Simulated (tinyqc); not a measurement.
Ballistic Schottky-barrier transistor with a one-dimensional channel, WKB contacts: one step of the calculation.

Source Fermi level 0, drain Fermi level -Vd. Far from the contacts Ec = pn - psi, and the gate moves psi one to one; the band edges relax as exp(-x/lam) from pn at the source and pn - Vd at the drain; Ev = Ec - Eg. A carrier of energy w inside the channel band meets at a contact a barrier of height D (the contact edge beyond the channel edge): T = 1 for w >= D, else exp(-S), S = 4 lam sqrt(m/C) [sqrt(D - w) - sqrt(w) arctan sqrt((D - w)/w)], C = hbar^2/(2 m0). The two contacts combine as Ts Td/(Ts + Td - Ts Td).

Task. Transmission of one of the electrons. S and T at both contacts for w = w0, and the tunnelling distance lam ln(D/w) at the higher barrier.

Parameters, values chosen for the exercise; channel values close to those of a germanium nanowire: electron mass mn = 0.12 m0; screening length at the contacts lam = 3 nm; energy of one carrier inside the channel band w0 = 0.27 eV.

Constants: q = 1.602176634e-19 C, hbar = 1.054571817e-34 J s, m0 = 9.1093837015e-31 kg, hbar^2/(2 m0) = 0.0380998212 eV nm^2. Results are converted to the units shown.

D for electrons (eV): source 0.35000000, drain 0.30000000

Wanted: S at the source; S at the drain; combined T; tunnelling distance.

Result.

S at the source = 0.50738
S at the drain = 0.12818
combined T = 0.55627
tunnelling distance = 0.77853 nm

Range of the model: No scattering, image-force lowering, channel charge or band-to-band tunnelling; parabolic kappa overstates S deep in the gap.

Computed by the program tinyqc: `OMP_NUM_THREADS=1 python tinyqc.py 2390067 2390068 out.jsonl`, one thread of a shared Intel Xeon 2.30GHz, about 0.03 s for the whole run.
